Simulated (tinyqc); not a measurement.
X-ray reflectivity of a thin film on silicon: critical angles, Parratt recursion, fringes and roughness. Changing the film density rho. Computed by tinyqc, a small Python program. Command: `OMP_NUM_THREADS=1 python tinyqc.py 3120101 3120102 out.jsonl xrr sweep`. One thread of a shared host (Intel(R) Xeon(R) Processor @ 2.30GHz), about 0.01 s of CPU time with the checks.

n = 1 - delta + i beta; the classical electron radius is r_e = 2.8179403e-6 nm. Layer 0 is vacuum, 1 the film, 2 the substrate.

Inputs (values chosen for the exercise, modelled on TaN on silicon, copper K-alpha radiation):

| quantity | value | unit |
|---|---|---|
| wavelength lambda | 0.15406 | nm |
| effective electrons per unit mass, film | 0.408 | mol/g |
| beta/delta, film | 0.081 | - |
| film thickness d | 4.89 | nm |
| roughness of the surface sigma_1 | 0.54 | nm |
| roughness of the interface sigma_2 | 0.54 | nm |
| substrate density | 2.33 | g/cm^3 |
| effective electrons per unit mass, substrate | 0.507 | mol/g |
| beta/delta, substrate | 0.023 | - |
| grazing angle theta | 1.2 | degrees |

Constants: N_A = 6.02214076e+23 1/mol.

Method:
- delta = r_e lambda^2 rho_e/(2 pi), rho_e = density x electrons per mass x N_A; critical angle sqrt(2 delta), q_c = 4 sqrt(pi r_e rho_e).
- k_j = (2 pi/lambda) sqrt(sin^2 theta - 2 delta_j + 2 i beta_j); r_ij = (k_i - k_j)/(k_i + k_j) x exp(-2 k_i k_j sigma^2) (Nevot-Croce); r = (r_01 + r_12 p)/(1 + r_01 r_12 p), p = exp(2 i k_1 d); R = |r|^2.
- Far above the critical angle the period is d theta = lambda/(2 d), or 2 pi/d in q; the envelope runs between (|r_01| - |r_12 p|)^2 and (|r_01| + |r_12 p|)^2; contrast = 2 a b/(a^2 + b^2) with a = |r_01|, b = |r_12 p|; roughness factors on the amplitudes are about exp(-q^2 sigma^2/2).

One run for each value:

| film density rho (g/cm^3) | critical angle of the film (degrees) | contrast | reflectivity R |
|---|---|---|---|
| 7.30 | 0.35405 | 0.88382 | 0.0003401 |
| 8.66 | 0.38563 | 0.91926 | 0.0004909 |
| 10.00 | 0.41439 | 0.93928 | 0.0006549 |
| 11.40 | 0.44245 | 0.95216 | 0.0008356 |
| 12.70 | 0.46699 | 0.95997 | 0.0010057 |
| 14.10 | 0.49206 | 0.96567 | 0.0011840 |
| 15.40 | 0.51424 | 0.96936 | 0.0013384 |
| 16.80 | 0.53711 | 0.97215 | 0.0014857 |

What does the table show, and why?

Over the rows, critical angle of the film (degrees) rises from 0.354 to 0.537 (exponent d ln y / d ln x about 0.50 throughout); contrast rises from 0.884 to 0.972 (exponent d ln y / d ln x 0.23 between the first rows and 0.033 between the last); reflectivity R rises from 3.40e-4 to 0.00149 (exponent d ln y / d ln x 2.1 between the first rows and 1.2 between the last). The exponent of critical angle of the film stays at 0.50: delta is proportional to the density.
